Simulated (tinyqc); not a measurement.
Drifting, spreading and decaying minority pulse (Haynes-Shockley), explicit time steps: one step of the calculation.

Low injection in a uniform field: dn/dt = D d2n/dx2 - v dn/dx - n/tau with D = mu Vt and v = mu F towards +x. Exact solution on an infinite bar for a Gaussian start at x0: n = N0 exp(-t/tau) exp(-(x - x0 - v t)^2/(2 s^2))/sqrt(2 pi s^2), s^2 = s0^2 + 2 D t.

Question. Densities after a time step. (L n)_i = a n_(i-1) + b n_i + c n_(i+1), n = 0 beyond the ends. Explicit step: n(new) = n + L n.

a = 0.43042621
b = -0.50291788
c = 0.057946210
n at t = 1 dt, node 1 to 11 (in units of 1e13 cm^-3): 0.0139805  0.1450519  0.6744598  1.3898404  1.2874028  0.5143970  0.0764907  0.0037523  0.0000575  0.0000003  0.0000000

Wanted: n at t = 2 dt.

Answer.

n at t = 2 dt, node 1 to 11 (in units of 1e13 cm^-3): 0.015  0.117  0.478  1.056  1.268  0.814  0.260  0.035  0.002  0.000  0.000

tinyqc, about 0.01 s, one thread, Intel Xeon 2.30GHz (shared host): `OMP_NUM_THREADS=1 python tinyqc.py 2310031 2310032 out.jsonl`
